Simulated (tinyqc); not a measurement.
Precursor delivery by bubblers, mass-transport growth and the solid composition of a III-V alloy. Changing the total flow F_t. Computed by tinyqc, a small Python program. Command: `OMP_NUM_THREADS=1 python tinyqc.py 3028851 3028852 out.jsonl movpe_thermo sweep`. One thread of a shared host (Intel(R) Xeon(R) Processor @ 2.30GHz), about 0.01 s of CPU time with the checks.

1 sccm = 44.615 micromol/min; 1 torr = 133.322 Pa. The sources decompose fully at the surface.

Inputs (values chosen for the exercise, modelled on triethylgallium (source 1) and trimethylindium (source 2) for the vapour pressures):

| quantity | value | unit |
|---|---|---|
| bath temperature T1 | 293 | K |
| bath temperature T2 | 305 | K |
| bubbler pressure p_b | 1000 | torr |
| carrier flow F1 | 160 | sccm |
| carrier flow F2 | 370 | sccm |
| group-V flow F_V | 21 | sccm |
| reactor pressure p | 760 | torr |
| growth temperature T | 940 | K |
| diffusivity at 273 K and 760 torr | 0.46 | cm^2/s |
| flow cross-section A | 50 | cm^2 |
| distance from the leading edge z | 7.2 | cm |
| lattice constant a | 5.62 | angstrom |
| interaction L0 of the solid | 10.1 | kJ/mol |
| vapour fraction x_v of D among the group-V sources | 0.56 | - |
| exchange energy dG_x of AC + (1/2) D2 -> AD + (1/2) C2 | -23 | kJ/mol |

Alloy: mixing on the group-V sites.

constants a, b of source 1 (log10 torr, K): 8.112  2162

constants a, b of source 2 (log10 torr, K): 10.51  3014

Constants: k_B = 1.380649e-23 J/K; R = 8.314462618 J/(mol K).

Method:
- log10 p_v = a - b/T_bath; molar flow = F x 44.615 x p_v/(p_b - p_v) for a saturated bubbler.
- p_i = p n_i/(44615 F_t), F_t in slm; p_V = p F_V/(1000 F_t), counted per molecule supplied; V/III = 44.615 F_V/(n1 + n2); vapour fraction of source 2 = n2/(n1 + n2).
- Mean velocity u = (F_t/A)(760/p)(T/273); D = D0 (T/273)^1.75 (760/p); boundary layer delta = sqrt(pi D z/u); flux = D dp/(delta k_B T); growth rate = flux x a^3/4.
- At high V/III the group-V pressures at the surface equal those supplied, as dimers: p_D2/p_C2 = x_v/(1 - x_v). Equilibrium of the solid AC(1-x)D(x), A standing for the mix of both group-III metals: ln[x/(1 - x)] + L0 (1 - 2x)/(R T) = -dG_x/(R T) + (1/2) ln[x_v/(1 - x_v)]. Growth rate = rate per torr x (p_1 + p_2). Sensitivity dx/dx_v = [1/(2 x_v (1 - x_v))]/[1/(x (1 - x)) - 2 L0/(R T)].

One run for each value:

| total flow F_t (slm) | growth rate (micrometre/h) | boundary layer delta (cm) | velocity u (cm/s) |
|---|---|---|---|
| 2.0 | 9.7316 | 6.2810 | 2.295 |
| 3.3 | 7.5760 | 4.8897 | 3.788 |
| 5.4 | 5.9224 | 3.8225 | 6.198 |
| 8.9 | 4.6132 | 2.9775 | 10.215 |
| 15.0 | 3.5535 | 2.2935 | 17.216 |
| 24.0 | 2.8093 | 1.8132 | 27.546 |
| 40.0 | 2.1760 | 1.4045 | 45.910 |

Over the rows, growth rate (micrometre/h) falls from 9.73 to 2.18 (exponent d ln y / d ln x about -0.50 throughout); boundary layer delta (cm) falls from 6.28 to 1.40 (exponent d ln y / d ln x about -0.50 throughout); velocity u (cm/s) rises from 2.30 to 45.9 (exponent d ln y / d ln x about 1.0 throughout). The exponent of growth rate stays at -0.50: dilution as 1/F_t against a thinner boundary layer.

Caution (all rows): so low a V/III ratio is near the limit of smooth growth, and depletion of group V, left out here, shifts the composition. Caution (rows 2.00, 3.30, 5.40, 8.90, 15.0, 24.0): the boundary layer is a quarter or more of the root of the cross-section, so it fills much of the channel and depletion along the flow matters.

Extremes, crossings and ranges named in words are read from the listed rows.
